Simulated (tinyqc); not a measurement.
Inside a calculation (part 1 of 2). Method: CIS on RHF in the sto-6g basis, for H6, spin multiplicity 1. Computed by tinyqc, a small Python program that keeps every step (integrals from PySCF). Settings: charge = 0, multiplicity = 1, basis = sto-6g, method = RHF, energy threshold = 1e-10, iteration cap = 75, orthogonalisation = canonical, start = core, DIIS depth = 6. Command: `OMP_NUM_THREADS=1 python tinyqc.py 31562 31563 out.jsonl` (the two numbers bound the seeds that draw the settings). One thread of a shared host (Intel(R) Xeon(R) Processor @ 2.60GHz), about 0.1 s of CPU time with the checks. Later iterations appear only in the table of the cycle.

## One-electron integrals

Geometry (angstrom):
```
atom        x        y        z
H     0.00000  0.00000  0.00000
H     0.00000  0.00000  0.99900
H     0.00000  0.00000  2.30000
H     0.00000  0.00000  3.29900
H     0.00000  0.00000  4.60000
H     0.00000  0.00000  5.59900
```

Basis sto-6g: exponents (1/bohr^2) and contraction coefficients of normalised primitives:
```
element  l (shell)  exponent  coefficient
H            s (1)  35.52322      0.00916
H            s (1)   6.51314      0.04936
H            s (1)   1.82214      0.16854
H            s (1)   0.62596      0.37056
H            s (1)   0.24308      0.41649
H            s (1)   0.10011      0.13033
```

Overlap, kinetic and nuclear-attraction integrals over the contracted functions; the nuclear repulsion is the sum of Za Zb / Rab.

nuclear repulsion = 4.1152754 hartree

overlap S:
```
         1H 1s    2H 1s    3H 1s    4H 1s    5H 1s    6H 1s
1H 1s  1.00000  0.49732  0.07334  0.01255  0.00094  0.00010
2H 1s  0.49732  1.00000  0.33893  0.07334  0.00710  0.00094
3H 1s  0.07334  0.33893  1.00000  0.49732  0.07334  0.01255
4H 1s  0.01255  0.07334  0.49732  1.00000  0.33893  0.07334
5H 1s  0.00094  0.00710  0.07334  0.33893  1.00000  0.49732
6H 1s  0.00010  0.00094  0.01255  0.07334  0.49732  1.00000
```

kinetic energy T (hartree):
```
          1H 1s     2H 1s     3H 1s     4H 1s     5H 1s     6H 1s
1H 1s   0.76852   0.11208  -0.01159  -0.00375  -0.00045  -0.00006
2H 1s   0.11208   0.76852   0.03462  -0.01159  -0.00239  -0.00045
3H 1s  -0.01159   0.03462   0.76852   0.11208  -0.01159  -0.00375
4H 1s  -0.00375  -0.01159   0.11208   0.76852   0.03462  -0.01159
5H 1s  -0.00045  -0.00239  -0.01159   0.03462   0.76852   0.11208
6H 1s  -0.00006  -0.00045  -0.00375  -0.01159   0.11208   0.76852
```

nuclear attraction V (hartree):
```
          1H 1s     2H 1s     3H 1s     4H 1s     5H 1s     6H 1s
1H 1s  -2.35288  -1.15623  -0.16054  -0.02684  -0.00192  -0.00020
2H 1s  -1.15623  -2.64796  -0.80648  -0.16829  -0.01524  -0.00192
3H 1s  -0.16054  -0.80648  -2.77642  -1.28291  -0.16829  -0.02684
4H 1s  -0.02684  -0.16829  -1.28291  -2.77642  -0.80648  -0.16054
5H 1s  -0.00192  -0.01524  -0.16829  -0.80648  -2.64796  -1.15623
6H 1s  -0.00020  -0.00192  -0.02684  -0.16054  -1.15623  -2.35288
```

core Hamiltonian H = T + V (hartree):
```
          1H 1s     2H 1s     3H 1s     4H 1s     5H 1s     6H 1s
1H 1s  -1.58436  -1.04415  -0.17214  -0.03059  -0.00237  -0.00026
2H 1s  -1.04415  -1.87944  -0.77187  -0.17989  -0.01762  -0.00237
3H 1s  -0.17214  -0.77187  -2.00790  -1.17083  -0.17989  -0.03059
4H 1s  -0.03059  -0.17989  -1.17083  -2.00790  -0.77187  -0.17214
5H 1s  -0.00237  -0.01762  -0.17989  -0.77187  -1.87944  -1.04415
6H 1s  -0.00026  -0.00237  -0.03059  -0.17214  -1.04415  -1.58436
```

## Two-electron integrals

Functions are numbered as in S; the eight-fold symmetry (ij|kl) = (ji|kl) = (kl|ij) leaves the list below.

Two-electron integrals (ij|kl) in chemists' order, unique and non-zero (hartree):
```
(11|11) 0.77500    (21|11) 0.30992    (21|21) 0.15834    (22|11) 0.47836
(22|21) 0.30992    (22|22) 0.77500    (31|11) 0.03153    (31|21) 0.01802
(31|22) 0.04099    (31|31) 0.00257    (32|11) 0.10942    (32|21) 0.07217
(32|22) 0.19263    (32|31) 0.01242    (32|32) 0.06827    (33|11) 0.22981
(33|21) 0.14672    (33|22) 0.39130    (33|31) 0.03153    (33|32) 0.19263
(33|33) 0.77500    (41|11) 0.00430    (41|21) 0.00250    (41|22) 0.00580
(41|31) 0.00039    (41|32) 0.00197    (41|33) 0.00580    (41|41) 0.00006
(42|11) 0.01896    (42|21) 0.01211    (42|22) 0.03153    (42|31) 0.00222
(42|32) 0.01242    (42|33) 0.04099    (42|41) 0.00039    (42|42) 0.00257
(43|11) 0.09458    (43|21) 0.05783    (43|22) 0.14672    (43|31) 0.01211
(43|32) 0.07217    (43|33) 0.30992    (43|41) 0.00250    (43|42) 0.01802
(43|43) 0.15834    (44|11) 0.16040    (44|21) 0.09458    (44|22) 0.22981
(44|31) 0.01896    (44|32) 0.10942    (44|33) 0.47836    (44|41) 0.00430
(44|42) 0.03153    (44|43) 0.30992    (44|44) 0.77500    (51|11) 0.00024
(51|21) 0.00015    (51|22) 0.00035    (51|31) 2.43e-05   (51|32) 0.00013
(51|33) 0.00041    (51|41) 4.27e-06   (51|42) 2.73e-05   (51|43) 0.00019
(51|44) 0.00037    (51|51) 3.12e-07   (52|11) 0.00146    (52|21) 0.00090
(52|22) 0.00228    (52|31) 0.00017    (52|32) 0.00093    (52|33) 0.00325
(52|41) 3.12e-05   (52|42) 0.00021    (52|43) 0.00161    (52|44) 0.00325
(52|51) 2.41e-06   (52|52) 1.95e-05   (53|11) 0.01151    (53|21) 0.00679
(53|22) 0.01652    (53|31) 0.00134    (53|32) 0.00766    (53|33) 0.03153
(53|41) 0.00028    (53|42) 0.00201    (53|43) 0.01802    (53|44) 0.04099
(53|51) 2.43e-05   (53|52) 0.00021    (53|53) 0.00257    (54|11) 0.04566
(54|21) 0.02615    (54|22) 0.06138    (54|31) 0.00492    (54|32) 0.02718
(54|33) 0.10942    (54|41) 0.00108    (54|42) 0.00766    (54|43) 0.07217
(54|44) 0.19263    (54|51) 0.00010    (54|52) 0.00093    (54|53) 0.01242
(54|54) 0.06827    (55|11) 0.11504    (55|21) 0.06437    (55|22) 0.14695
(55|31) 0.01151    (55|32) 0.06138    (55|33) 0.22981    (55|41) 0.00240
(55|42) 0.01652    (55|43) 0.14672    (55|44) 0.39130    (55|51) 0.00024
(55|52) 0.00228    (55|53) 0.03153    (55|54) 0.19263    (55|55) 0.77500
(61|11) 2.06e-05   (61|21) 1.24e-05   (61|22) 3.04e-05   (61|31) 2.23e-06
(61|32) 1.22e-05   (61|33) 4.16e-05   (61|41) 4.14e-07   (61|42) 2.75e-06
(61|43) 2.07e-05   (61|44) 4.16e-05   (61|51) 3.20e-08   (61|52) 2.56e-07
(61|53) 2.75e-06   (61|54) 1.22e-05   (61|55) 3.04e-05   (62|11) 0.00016
(62|21) 0.00010    (62|22) 0.00024    (62|31) 1.85e-05   (62|32) 0.00010
(62|33) 0.00037    (62|41) 3.57e-06   (62|42) 2.43e-05   (62|43) 0.00019
(62|44) 0.00041    (62|51) 2.90e-07   (62|52) 2.41e-06   (62|53) 2.73e-05
(62|54) 0.00013    (62|55) 0.00035    (62|61) 3.20e-08   (62|62) 3.12e-07
(63|11) 0.00174    (63|21) 0.00101    (63|22) 0.00240    (63|31) 0.00019
(63|32) 0.00108    (63|33) 0.00430    (63|41) 4.02e-05   (63|42) 0.00028
(63|43) 0.00250    (63|44) 0.00580    (63|51) 3.57e-06   (63|52) 3.12e-05
(63|53) 0.00039    (63|54) 0.00197    (63|55) 0.00580    (63|61) 4.14e-07
(63|62) 4.27e-06   (63|63) 0.00006    (64|11) 0.00884    (64|21) 0.00499
(64|22) 0.01151    (64|31) 0.00091    (64|32) 0.00492    (64|33) 0.01896
(64|41) 0.00019    (64|42) 0.00134    (64|43) 0.01211    (64|44) 0.03153
(64|51) 1.85e-05   (64|52) 0.00017    (64|53) 0.00222    (64|54) 0.01242
(64|55) 0.04099    (64|61) 2.23e-06   (64|62) 2.43e-05   (64|63) 0.00039
(64|64) 0.00257    (65|11) 0.05171    (65|21) 0.02859    (65|22) 0.06437
(65|31) 0.00499    (65|32) 0.02615    (65|33) 0.09458    (65|41) 0.00101
(65|42) 0.00679    (65|43) 0.05783    (65|44) 0.14672    (65|51) 0.00010
(65|52) 0.00090    (65|53) 0.01211    (65|54) 0.07217    (65|55) 0.30992
(65|61) 1.24e-05   (65|62) 0.00015    (65|63) 0.00250    (65|64) 0.01802
(65|65) 0.15834    (66|11) 0.09451    (66|21) 0.05171    (66|22) 0.11504
(66|31) 0.00884    (66|32) 0.04566    (66|33) 0.16040    (66|41) 0.00174
(66|42) 0.01151    (66|43) 0.09458    (66|44) 0.22981    (66|51) 0.00016
(66|52) 0.00146    (66|53) 0.01896    (66|54) 0.10942    (66|55) 0.47836
(66|61) 2.06e-05   (66|62) 0.00024    (66|63) 0.00430    (66|64) 0.03153
(66|65) 0.30992    (66|66) 0.77500
```

## Orthogonalisation

S = U s U^T; canonical form X = U s^(-1/2), so that X^T S X = 1. Each column of U has its largest component positive (the first on a tie).

eigenvalues of S: 0.33131  0.44869  0.61947  1.18349  1.54469  1.87235

X:
```
              1         2         3         4         5        6
1H 1s   0.42999  -0.66537   0.58786   0.43367   0.38137  0.20512
2H 1s  -0.69178   0.77981  -0.38171   0.23280   0.40325  0.29507
3H 1s   0.91961  -0.25208  -0.56201  -0.42452   0.12503  0.37135
4H 1s  -0.91961  -0.25208   0.56201  -0.42452  -0.12503  0.37135
5H 1s   0.69178   0.77981   0.38171   0.23280  -0.40325  0.29507
6H 1s  -0.42999  -0.66537  -0.58786   0.43367  -0.38137  0.20512
```

## Starting guess

The start is the orbitals of the core Hamiltonian; D = 2 C_occ C_occ^T.

D at the start:
```
          1H 1s     2H 1s     3H 1s     4H 1s     5H 1s     6H 1s
1H 1s   0.15054   0.41858  -0.03868  -0.20666   0.13606   0.07758
2H 1s   0.41858   1.24662   0.14873  -0.50175   0.15263   0.13606
3H 1s  -0.03868   0.14873   0.90905   0.52229  -0.50175  -0.20666
4H 1s  -0.20666  -0.50175   0.52229   0.90905   0.14873  -0.03868
5H 1s   0.13606   0.15263  -0.50175   0.14873   1.24662   0.41858
6H 1s   0.07758   0.13606  -0.20666  -0.03868   0.41858   0.15054
```

## Iteration 1: building the Fock matrix

J_ij = sum D_kl (ij|kl), K_ij = sum D_kl (ik|jl); F = H + J - 0.5 K; E = tr D H + tr D J / 2 - 0.25 tr D K + E_nn.

Coulomb J (hartree):
```
         1H 1s    2H 1s    3H 1s    4H 1s    5H 1s    6H 1s
1H 1s  1.63739  0.96468  0.15048  0.02602  0.00193  0.00020
2H 1s  0.96468  2.29062  0.77825  0.16596  0.01531  0.00193
3H 1s  0.15048  0.77825  2.50834  1.22340  0.16596  0.02602
4H 1s  0.02602  0.16596  1.22340  2.50834  0.77825  0.15048
5H 1s  0.00193  0.01531  0.16596  0.77825  2.29062  0.96468
6H 1s  0.00020  0.00193  0.02602  0.15048  0.96468  1.63739
```

exchange K (hartree):
```
          1H 1s    2H 1s     3H 1s     4H 1s    5H 1s     6H 1s
1H 1s   0.57505  0.71212   0.15547  -0.01554  0.01201   0.01851
2H 1s   0.71212  1.34199   0.50981   0.09541  0.01016   0.01201
3H 1s   0.15547  0.50981   1.22384   0.83206  0.09541  -0.01554
4H 1s  -0.01554  0.09541   0.83206   1.22384  0.50981   0.15547
5H 1s   0.01201  0.01016   0.09541   0.50981  1.34199   0.71212
6H 1s   0.01851  0.01201  -0.01554   0.15547  0.71212   0.57505
```

Fock matrix F (hartree):
```
          1H 1s     2H 1s     3H 1s     4H 1s     5H 1s     6H 1s
1H 1s  -0.23450  -0.43552  -0.09939   0.00320  -0.00645  -0.00932
2H 1s  -0.43552  -0.25981  -0.24852  -0.06163  -0.00739  -0.00645
3H 1s  -0.09939  -0.24852  -0.11148  -0.36347  -0.06163   0.00320
4H 1s   0.00320  -0.06163  -0.36347  -0.11148  -0.24852  -0.09939
5H 1s  -0.00645  -0.00739  -0.06163  -0.24852  -0.25981  -0.43552
6H 1s  -0.00932  -0.00645   0.00320  -0.09939  -0.43552  -0.23450
```

total energy of this density = -2.8278540 hartree

## Iteration 1: diagonalisation and new density

Diagonalise F' = X^T F X, C = X C', fill 3 alpha and 3 beta electrons from the bottom; D = 2 C_occ C_occ^T. Each column has its largest component positive (the first on a tie).

F' = X^T F X (hartree):
```
          1         2         3         4         5         6
1   0.92521   0.00000  -0.09324   0.00000   0.01326   0.00000
2   0.00000   0.49540   0.00000  -0.01153   0.00000  -0.01135
3  -0.09324   0.00000   0.29031   0.00000  -0.00573   0.00000
4   0.00000  -0.01153   0.00000  -0.27690   0.00000  -0.07582
5   0.01326   0.00000  -0.00573   0.00000  -0.46092   0.00000
6   0.00000  -0.01135   0.00000  -0.07582   0.00000  -0.47029
```

orbital energies (hartree): MO1 -0.49668, MO2 -0.46108, MO3 -0.25079, MO4 0.27692, MO5 0.49568, MO6 0.93876

coefficients C:
```
           MO1       MO2       MO3       MO4       MO5       MO6
1H 1s  0.32582   0.38124  -0.33635   0.64116  -0.67348   0.34567
2H 1s  0.36630   0.40706  -0.13105  -0.47843   0.77331  -0.62632
3H 1s  0.20853   0.11298   0.52500  -0.42590  -0.25011   0.99147
4H 1s  0.20853  -0.11298   0.52500   0.42590  -0.25011  -0.99147
5H 1s  0.36630  -0.40706  -0.13105   0.47843   0.77331   0.62632
6H 1s  0.32582  -0.38124  -0.33635  -0.64116  -0.67348  -0.34567
```

D after iteration 1:
```
          1H 1s     2H 1s     3H 1s     4H 1s     5H 1s     6H 1s
1H 1s   0.72928   0.63723  -0.13114  -0.30342   0.01648   0.14790
2H 1s   0.63723   0.63410   0.10714  -0.07681  -0.02870   0.01648
3H 1s  -0.13114   0.10714   0.66375   0.61269  -0.07681  -0.30342
4H 1s  -0.30342  -0.07681   0.61269   0.66375   0.10714  -0.13114
5H 1s   0.01648  -0.02870  -0.07681   0.10714   0.63410   0.63723
6H 1s   0.14790   0.01648  -0.30342  -0.13114   0.63723   0.72928
```

## Iteration 7 (converged): orbitals

converged F (hartree):
```
          1H 1s     2H 1s     3H 1s     4H 1s     5H 1s     6H 1s
1H 1s  -0.25348  -0.48010  -0.09828  -0.00225   0.00085  -0.00385
2H 1s  -0.48010  -0.29909  -0.26914  -0.09766  -0.00935   0.00085
3H 1s  -0.09828  -0.26914  -0.30176  -0.48210  -0.09766  -0.00225
4H 1s  -0.00225  -0.09766  -0.48210  -0.30176  -0.26914  -0.09828
5H 1s   0.00085  -0.00935  -0.09766  -0.26914  -0.29909  -0.48010
6H 1s  -0.00385   0.00085  -0.00225  -0.09828  -0.48010  -0.25348
```

As before.

F' = X^T F X (hartree):
```
         1         2         3         4         5         6
1  0.79213   0.00000   0.01306   0.00000   0.03303   0.00000
2  0.00000   0.51304   0.00000  -0.05584   0.00000   0.01213
3  0.01306   0.00000   0.26840   0.00000  -0.01493   0.00000
4  0.00000  -0.05584   0.00000  -0.38726   0.00000   0.00416
5  0.03303   0.00000  -0.01493   0.00000  -0.50997   0.00000
6  0.00000   0.01213   0.00000   0.00416   0.00000  -0.59899
```

orbital energies (hartree): MO1 -0.59923, MO2 -0.51110, MO3 -0.39059, MO4 0.26839, MO5 0.51661, MO6 0.79327

coefficients C:
```
           MO1       MO2       MO3       MO4       MO5       MO6
1H 1s  0.20318   0.38170  -0.39674  -0.56971  -0.68861   0.45349
2H 1s  0.28026   0.41324  -0.28707   0.37330   0.76707  -0.69048
3H 1s  0.38395   0.09049   0.43033   0.58602  -0.22149   0.90861
4H 1s  0.38395  -0.09049   0.43033  -0.58602  -0.22149  -0.90861
5H 1s  0.28026  -0.41324  -0.28707  -0.37330   0.76707   0.69048
6H 1s  0.20318  -0.38170  -0.39674   0.56971  -0.68861  -0.45349
```

D after iteration 7:
```
          1H 1s     2H 1s     3H 1s     4H 1s     5H 1s     6H 1s
1H 1s   0.68876   0.65713  -0.11636  -0.25451   0.02620   0.10597
2H 1s   0.65713   0.66344   0.04293  -0.10664  -0.01962   0.02620
3H 1s  -0.11636   0.04293   0.68159   0.64884  -0.10664  -0.25451
4H 1s  -0.25451  -0.10664   0.64884   0.68159   0.04293  -0.11636
5H 1s   0.02620  -0.01962  -0.10664   0.04293   0.66344   0.65713
6H 1s   0.10597   0.02620  -0.25451  -0.11636   0.65713   0.68876
```

## Convergence

Stop when the energy changes by less than 1e-10 hartree and every element of the error matrix X^T (F D S - S D F) X is below 3e-06.

Course of the cycle:
```
iteration  E (hartree)     change  largest element of the error matrix
1           -2.8278540          -                             5.18e-01
2           -3.1917520  -3.64e-01                             7.01e-02
3           -3.1959978  -4.25e-03                             1.35e-02
4           -3.1963818  -3.84e-04                             6.38e-04
5           -3.1963822  -4.24e-07                             3.93e-05
6           -3.1963823  -1.31e-09                             1.66e-06
7           -3.1963823  -2.12e-12                             5.05e-08
```

PySCF RHF in the same basis = -3.1963823 hartree

Converged in 7 iterations.

## Populations, bond orders and dipole

Mulliken: Z minus the diagonal of D S on the atom; Loewdin: the same with S^(1/2) D S^(1/2); Mayer order: 2 sum_s sum (D(s) S)_ij (D(s) S)_ji over the two atoms.

Charges (e):
```
atom  Mulliken   Loewdin
1H    -0.00387  -0.01057
2H     0.00314   0.00975
3H     0.00073   0.00082
4H     0.00073   0.00082
5H     0.00314   0.00975
6H    -0.00387  -0.01057
```

Mayer bond orders:
```
pair     order
2-1    0.93137
3-1   -0.00124
3-2    0.06878
4-1    0.06005
4-2   -0.00122
4-3    0.87364
5-1   -0.00010
5-2    0.00117
5-3   -0.00122
5-4    0.06878
6-1    0.00991
6-2   -0.00010
6-3    0.06005
6-4   -0.00124
6-5    0.93137
```

dipole moment about the origin, x y z (debye): 0.00000  0.00000  0.00000

## Integrals over molecular orbitals

(pq|rs) = sum C_ip C_jq C_kr C_ls (ij|kl), one index at a time.

one-electron integrals over orbitals h = C^T H C (hartree):
```
          1         2         3         4         5         6
1  -2.07735   0.00000  -0.12836   0.00000  -0.07089   0.00000
2   0.00000  -1.87654   0.00000  -0.15602   0.00000   0.05475
3  -0.12836   0.00000  -1.85684   0.00000   0.13397   0.00000
4   0.00000  -0.15602   0.00000  -1.56487   0.00000  -0.13663
5  -0.07089   0.00000   0.13397   0.00000  -1.31289   0.00000
6   0.00000   0.05475   0.00000  -0.13663   0.00000  -1.25184
```

Two-electron integrals over orbitals (pq|rs), unique and non-zero (hartree):
```
(11|11) 0.39042    (21|21) 0.12566    (22|11) 0.30806    (22|22) 0.36645
(31|11) 0.07771    (31|22) -0.05395   (31|31) 0.12412    (32|21) -0.11826
(32|32) 0.13621    (33|11) 0.36068    (33|22) 0.32237    (33|31) 0.04028
(33|33) 0.36048    (41|21) 0.03727    (41|32) 0.00663    (41|41) 0.08278
(42|11) 0.05616    (42|22) -0.00310   (42|31) 0.04996    (42|33) 0.01223
(42|42) 0.07265    (43|21) 0.06182    (43|32) -0.05961   (43|41) 0.01608
(43|43) 0.08056    (44|11) 0.36067    (44|22) 0.32204    (44|31) 0.03822
(44|33) 0.35191    (44|42) 0.01996    (44|44) 0.36457    (51|11) 0.00881
(51|22) 0.02736    (51|31) -0.02294   (51|33) -0.01093   (51|42) 0.03951
(51|44) -0.00334   (51|51) 0.04972    (52|21) 0.02393    (52|32) 0.00530
(52|41) 0.05623    (52|43) -0.04098   (52|52) 0.09175    (53|11) -0.06248
(53|22) -0.00159   (53|31) -0.05316   (53|33) -0.02348   (53|42) -0.06978
(53|44) -0.01985   (53|51) -0.03543   (53|53) 0.07411    (54|21) 0.11846
(54|32) -0.13079   (54|41) 0.00051    (54|43) 0.06105    (54|52) -0.00373
(54|54) 0.13918    (55|11) 0.32022    (55|22) 0.37011    (55|31) -0.04583
(55|33) 0.33221    (55|42) 0.00066    (55|44) 0.33937    (55|51) 0.02741
(55|53) -0.00349   (55|55) 0.39114    (61|21) 0.00163    (61|32) 0.01528
(61|41) 0.02967    (61|43) 0.05315    (61|52) -0.03418   (61|54) -0.01282
(61|61) 0.06900    (62|11) -0.01334   (62|22) -0.03128   (62|31) 0.02104
(62|33) 0.00224    (62|42) -0.03701   (62|44) 0.00419    (62|51) -0.04678
(62|53) 0.03890    (62|55) -0.03048   (62|62) 0.04887    (63|21) 0.04026
(63|32) -0.00037   (63|41) 0.07997    (63|43) 0.01777    (63|52) 0.05681
(63|54) -0.00046   (63|61) 0.02904    (63|63) 0.08471    (64|11) 0.07972
(64|22) -0.04781   (64|31) 0.12003    (64|33) 0.04162    (64|42) 0.05224
(64|44) 0.04239    (64|51) -0.02019   (64|53) -0.05442   (64|55) -0.04919
(64|62) 0.02013    (64|64) 0.12884    (65|21) -0.12879   (65|32) 0.12264
(65|41) -0.03843   (65|43) -0.06565   (65|52) -0.02469   (65|54) -0.12777
(65|61) -0.00255   (65|63) -0.04388   (65|65) 0.14339    (66|11) 0.41303
(66|22) 0.32696    (66|31) 0.08237    (66|33) 0.38385    (66|42) 0.06132
(66|44) 0.39017    (66|51) 0.01036    (66|53) -0.06893   (66|55) 0.34797
(66|62) -0.01542   (66|64) 0.08984    (66|66) 0.45781
```

## CIS matrix, singlets

A(ia,jb) = (e_a - e_i) d_ij d_ab + 2 (ia|jb) - (ij|ab).

CIS matrix A, singlet (hartree):
```
          1>4       1>5       1>6       2>4       2>5       2>6       3>4       3>5
1>4   0.67250   0.00000  -0.02038   0.00000  -0.00600   0.00000  -0.00607   0.00000
1>5   0.00000   0.89505   0.00000  -0.03944   0.00000   0.03522   0.00000  -0.02504
1>6  -0.02038   0.00000   1.11746   0.00000   0.06043   0.00000  -0.01373   0.00000
2>4   0.00000  -0.03944   0.00000   0.60275   0.00000  -0.02622   0.00000  -0.00876
2>5  -0.00600   0.00000   0.06043   0.00000   0.84110   0.00000   0.04884   0.00000
2>6   0.00000   0.03522   0.00000  -0.02622   0.00000   1.07515   0.00000  -0.04484
3>4  -0.00607   0.00000  -0.01373   0.00000   0.04884   0.00000   0.46820   0.00000
3>5   0.00000  -0.02504   0.00000  -0.00876   0.00000  -0.04484   0.00000   0.72322
3>6   0.03992   0.00000  -0.02429   0.00000  -0.00902   0.00000  -0.00607   0.00000

          3>6
1>4   0.03992
1>5   0.00000
1>6  -0.02429
2>4   0.00000
2>5  -0.00902
2>6   0.00000
3>4  -0.00607
3>5   0.00000
3>6   0.96944
```
